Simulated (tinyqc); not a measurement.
Nucleation and growth of vacancy voids in a cooling silicon-like crystal: one step, computed by the program tinyqc. Command: `OMP_NUM_THREADS=1 python tinyqc.py 3009625 3009626 out.jsonl voids walk`. One thread of a shared host (Intel(R) Xeon(R) Processor @ 2.30GHz), about 0.7 s of CPU time with the checks.

Spherical voids; vacancies are lost only to voids.

Problem. Nucleation rate at T with the initial excess. C_e = C_m exp[-(E_f/k_B)(1/T - 1/T_m)]; D = D0 exp(-E_m/(k_B T)); f = k_B T ln(C/C_e); r* = 2 gamma/(rho f); W* = 16 pi gamma^3/(3 rho^2 f^2); Z = f/sqrt(12 pi W* k_B T); I = rho Z (4 pi r* D C) exp(-W*/(k_B T)).

Inputs (values chosen for the exercise, close to those used for silicon): vacancy density at the melting point C_m = 4.8e+14 1/cm^3; formation energy E_f = 4.28 eV; melting point T_m = 1685 K; diffusion prefactor D0 = 0.0015 cm^2/s; migration energy E_m = 0.47 eV; site density rho = 5e+22 1/cm^3; void surface energy gamma = 0.924 J/m^2; temperature of the worked step T = 1340 K.

initial excess C = 5.382979e+13 1/cm^3

Constants: k_B = 8.617333262e-05 eV/K; k_B = 1.380649e-23 J/K; e = 1.602176634e-19 C.

Give: C_e; D; driving force f; critical radius r*; W*/(k_B T); rate I.

Solution.

C_e = 2.4287e+11 1/cm^3

D = 2.5610e-05 cm^2/s

driving force f = 0.62367 eV

critical radius r* = 0.36988 nm

W*/(k_B T) = 28.622

rate I = 1.9551e+12 1/(cm^3 s)

Cooling by 10 K multiplies I by 8.7: nucleation switches on within a narrow range of temperature. Caution: at such a rate voids would have used up the initial excess before the crystal cooled to this T.
